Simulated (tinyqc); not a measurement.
Quantum well in an electric field by finite differences: sweeps and comparisons. A value that a table varies takes the place of the one given here.

Finite differences on points z_i at the centres of cells of width h: H_ii = (c/h^2)(1/m_(i-1/2) + 1/m_(i+1/2)) + V_i, H_(i,i+1) = -(c/h^2)/m_(i+1/2), where m_(i+1/2) is the mean of the masses at the two points (the end values are repeated outwards), psi = 0 on the points beyond both ends, c = hbar^2/2m0. The field adds e F (z - z0) with z0 the middle of the structure; 1 kV/cm = 1e-5 eV/angstrom.

Constants: hbar^2/2m0 = 3.80998211 eV angstrom^2.

Parameters, chosen for this exercise (near those of a GaAs well in AlGaAs; not measured data): layers = ((72, 0.162, 0.0836), (120, 0, 0.0673), (72, 0.162, 0.0836)) (each layer: thickness in angstrom, band edge in eV, mass in m0); hf = 1.5 angstrom (cell width of the fine grid); Fs = (0, 6.67, 13.3, 20, 26.7, 33.3, 40) kV/cm (fields); F = 19 kV/cm (field along z); Lw = 120 angstrom (well width); Lb = 72 angstrom (each outer barrier); V0 = 0.162 eV (barrier height); mw = 0.0673 m0 (mass in the well); mb = 0.0836 m0 (mass in the barriers).

## Stark shift

Fine grid. Perturbation theory: dE1 = e F z_11 - beta (e F)^2 with beta = sum_j z_1j^2/(E_j - E_1) over the 13 next levels at zero field, z from z0.

Levels against field:
```
F (kV/cm)  E1 (eV)  E2 (eV)  dE1 (meV)  second order (meV)  <z - z0> (angstrom)  E2 - E1 (meV)
0           0.0212   0.0827       0.00                0.00                  0.0           61.5
6.67        0.0212   0.0827      -0.06               -0.07                 -1.9           61.5
13.3        0.0210   0.0827      -0.26               -0.26                 -3.9           61.7
20.0        0.0207   0.0827      -0.58               -0.58                 -5.8           62.0
26.7        0.0202   0.0827      -1.04               -1.04                 -7.7           62.5
33.3        0.0196   0.0827      -1.60               -1.62                 -9.5           63.1
40.0        0.0189   0.0827      -2.30               -2.34                -11.4           63.7
```

z_11 = 0.00 angstrom
beta = 1.462e+04 angstrom^2/eV

What does this show, and why?

At zero field the state is centred, so the shift starts as F^2; it turns linear only if the state is pulled to one side. At 40 kV/cm E1 has moved by -2.30 meV, where second order gives -2.34 meV; they differ by 1.5 % there. The electron moves by -11.4 angstrom, against the rise of the potential. E2 - E1 grows with the field; the ends are 61.5 and 63.7 meV.

## Order of mass and momentum

Fine grid. Hermitian kinetic operators m^a p m^b p m^a with 2a + b = -1: H_ii = (c/h^2) m_i^(2a) (m_(i-1/2)^b + m_(i+1/2)^b) + V_i, H_(i,i+1) = -(c/h^2) m_i^a m_(i+1)^a m_(i+1/2)^b; BenDaniel-Duke is a = 0. The halved form has H_ii = 2c/(h^2 m_i) + V_i and H_(i,i+1) = -(c/2h^2)(1/m_i + 1/m_(i+1)). The shifts are measured against BenDaniel-Duke; the last column repeats E1 with cells of hf/4.

Levels (eV):
```
operator                            E1      E2  E1 - E1(BDD) (meV)  E1 at hf/4
BenDaniel-Duke                  0.0207  0.0827                 0.0      0.0207
(1/m) p^2 + p^2 (1/m), halved   0.0213  0.0829                 0.6      0.0147
m^(-1/2) p^2 m^(-1/2)           0.0229  0.0881                 2.1      0.0229
m^(-1/4) p m^(-1/2) p m^(-1/4)  0.0218  0.0854                 1.1      0.0218
one mass, the smallest          0.0218  0.0855                 1.1      0.0218
```

How do the results move?

The three forms m^a p m^b p m^a span 2.1 meV in E1, 3 % of E2 - E1; they differ only at the mass steps (largest to smallest mass 1.24), where m^a psi is the continuous quantity. Dropping the mass step altogether moves E1 by +1.1 meV. Refining the grid moves the halved form by -6.7 meV, against at most 0.01 meV for the other three: at an abrupt step it has no limit as the grid is refined.

## What each parameter does

Three layers: barrier, well, barrier; fine grid. The Stark shift is E1(F) - E1(0). Each row changes one parameter from the base and keeps the others.

Results:
```
case               E1 (eV)  E2 - E1 (meV)  Stark shift (meV)  <z - z0> (angstrom)
base                0.0207           62.0              -0.53                -5.52
Lw = 144 angstrom   0.0153           48.4              -0.88                -9.15
Lb = 96 angstrom    0.0207           61.9              -0.53                -5.54
V0 = 0.194 eV       0.0218           65.4              -0.47                -4.95
mw = 0.0774 m0      0.0192           57.3              -0.54                -5.64
mb = 0.1003 m0      0.0198           60.7              -0.55                -5.72
F = 28.5 kV/cm      0.0201           62.6              -1.18                -8.21
```

How do the results move?

The largest shifts from the base row, up to three for each result and ties (the steps differ in size, so this ranks the rows, not the parameters). E1 (eV): Lw -0.0054, mw -0.0015, V0 +0.0011; unchanged at the printed digits by Lb. E2 - E1 (meV): Lw -13.6, mw -4.7, V0 +3.4. Stark shift (meV): F -0.65, Lw -0.35, V0 +0.05; unchanged at the printed digits by Lb. <z - z0> (angstrom): Lw -3.63, F -2.69, V0 +0.57.

Program tinyqc; command `OMP_NUM_THREADS=1 python tinyqc.py 1250878 1250879 out.jsonl`; about 0.03 s on one thread of a shared Intel(R) Xeon(R) Processor @ 2.30GHz.
